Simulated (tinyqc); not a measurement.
Inside a calculation. Model: resistance of a source-drain extension with a graded tip.

Program tinyqc, `OMP_NUM_THREADS=1 python tinyqc.py 2282268 2282269 out.jsonl`; Intel Xeon 2.30GHz, shared host, one thread, about 0.04 s. Printed values are rounded.

y runs along the channel, the gate covers y > 0. The doping is N0 for y < y0 and N0 10^(-(y - y0)/la) beyond, uniform over the depth xj. Sheet conductance s(y) = q mu(N) max(N - Nch, 0) xj + (for y > 0) ma Cox Vo, with mu(N) = u0 + (u1 - u0)/(1 + (N/Nr)^au) and Cox = eps0 eox/tox. Current is taken as one-dimensional; depletion of the tip, spreading and the contact are left out. The metallurgical junction lies at yj, where N = Nch.

Values chosen for this exercise; mobility law close to that of holes in silicon:
- eox = 25.1 (relative permittivity of the gate insulator (close to zirconium oxide))
- tox = 11 nm (insulator thickness)
- N0 = 5.8e19 cm^-3 (active doping of the extension far from the gate)
- la = 6.8 nm/decade (lateral abruptness)
- y0 = 0.2 nm (position under the gate where the fall begins (gate edge at 0))
- xj = 12 nm (depth of the extension)
- Nch = 3.5e17 cm^-3 (channel doping)
- Vo = 0.74 V (gate overdrive)
- ma = 48 cm^2/(V s) (mobility of the gate-induced layer)
- u1 = 470.5 cm^2/(V s) (mobility at low doping)
- u0 = 44.9 cm^2/(V s) (mobility at high doping)
- Nr = 2.23e17 cm^-3 (reference doping)
- au = 0.719 (exponent)
- Lg = 90 nm (gate length)

Constants: q = 1.602176634e-19 C, eps0 = 8.8541878128e-14 F/cm where lengths are in cm. Results are converted to the units shown.

## Sheet resistances and junction position

yj = y0 + la log10(N0/Nch); sheet resistance of the full extension 1/[q mu(N0)(N0 - Nch) xj] and of the gate-induced layer 1/(ma Cox Vo); metallurgical length Lg - 2 yj; ye is where the doped and the gate-induced conductances are equal.

yj = 15.2916 nm
sheet resistance of the extension = 1716.31 ohm/square
sheet resistance of the induced layer = 13934.7 ohm/square
metallurgical length = 59.4167 nm
ye = 7.70420 nm
N at ye = 4.56950e18 cm^-3

The gate takes over 7.59 nm before the junction, where N is still 13.1 times the channel doping.

## Resistance of the overlapped part

Midpoint rule on 9 equal steps from 0 to yj: R_ov = sum h/s(y), per width.

```
point    y (nm)   N (cm^-3)  doped conductance (uS)  sheet resistance (ohm/square)
0      0.849536  4.65487e19                 478.335                        1817.86
1       2.54861  2.61845e19                 289.554                        2767.65
2       4.24768  1.47293e19                 179.248                        3983.88
3       5.94675  8.28548e18                 113.428                        5399.81
4       7.64582  4.66073e18                 72.8569                        6914.66
5       9.34490  2.62174e18                 46.6212                        8447.05
6       11.0440  1.47478e18                 28.5333                        9970.42
7       12.7430  8.29590e17                 15.1271                        11508.7
8       14.4421  4.66659e17                 4.54187                        13105.3
```

R_ov = 108.60 ohm um

The exact integral is 108.68 ohm um; the coarse sum is 0.073 % below it.
